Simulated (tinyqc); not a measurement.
Programming of a floating-gate cell by Fowler-Nordheim tunnelling: two steps of the calculation.

Per tunnel area the floating gate has Ctun = 3.9 eps0/tox to the channel (0 V) and Ccg to the control gate, Ct = Ctun/(1 - ag), no other coupling. With the threshold shift U = -Q/Ccg the field is F = ag (Vg - U)/tox, and dU/dt = J/Ccg. Fowler-Nordheim: J = A F^2 exp(-B/F), A = q^2/(16 pi^2 hbar mo phi) (times 1e14 for A/cm^2 with F in V/nm, emitter mass m0), B = (4/3) sqrt(mo/C) phi^1.5, C = hbar^2/(2 m0).

Values chosen for this exercise; oxide values close to those of silicon dioxide:
```
symbol,value,unit,meaning
phi,3.02,eV,tunnel barrier
mo,0.44,m0,tunnelling mass
tox,6.5,nm,tunnel oxide thickness
ag,0.62,,coupling ratio Ccg/Ct
ar,670,nm^2,tunnel area
Vt0,-1.3,V,threshold shift at the start
Vg,11.5,V,control-gate voltage
dt,0.54,us,time step
n,8,,steps
```

Constants: q = 1.602176634e-19 C, hbar = 1.054571817e-34 J s, m0 = 9.1093837015e-31 kg, eps0 = 8.8541878128e-14 F/cm where lengths are in cm, hbar^2/(2 m0) = 0.0380998212 eV nm^2. Results are converted to the units shown.

Question 1. Constants of the cell. A, B, Ccg = ag Ct, the starting field and current, K = A B ag/(Ccg tox), and the knee time t0 = exp(B/F(0))/K.

Give: A; B; Ccg; F(0); J(0); K; t0; electrons for 1 V of shift.

Answer 1.

A = 1.160e8 A cm^-2 (V/nm)^-2
B = 23.78 V/nm
Ccg = 0.8668 uF/cm^2
F(0) = 1.221 V/nm
J(0) = 0.6012 A/cm^2
K = 3.036e14 1/s
t0 = 0.9475 us
electrons for 1 V of shift = 36.25

Question 2. Explicit time steps against the exact solution. U(new) = U + dt J(F(U))/Ccg. Exact: exp(B/F(t)) = exp(B/F(0)) + K t, K = A B ag/(Ccg tox), and U = Vg - tox F/ag.

Find: t; F; J; U by steps; U exact.

Answer 2.

t, step 0 to 8 (us): [0, 0.5400, 1.080, 1.620, 2.160, 2.700, 3.240, 3.780, 4.320]
F, step 0 to 8 (V/nm): [1.221, 1.185, 1.166, 1.153, 1.143, 1.135, 1.128, 1.122, 1.116]
J, step 0 to 8 (A/cm^2): [0.6012, 0.3150, 0.2211, 0.1714, 0.1401, 0.1185, 0.1027, 0.09058, 0.08100]
U by steps, step 0 to 8 (V): [-1.300, -0.925, -0.729, -0.591, -0.485, -0.397, -0.324, -0.260, -0.203]
U exact, step 0 to 8 (V): [-1.300, -1.010, -0.819, -0.677, -0.564, -0.471, -0.393, -0.324, -0.264]

Range of the model: Programming fields of 10 MV/cm and more wear the oxide; trapping and the channel potential are ignored.

tinyqc, about 0.01 s, one thread, Intel Xeon 2.30GHz (shared host): `OMP_NUM_THREADS=1 python tinyqc.py 2130067 2130068 out.jsonl`
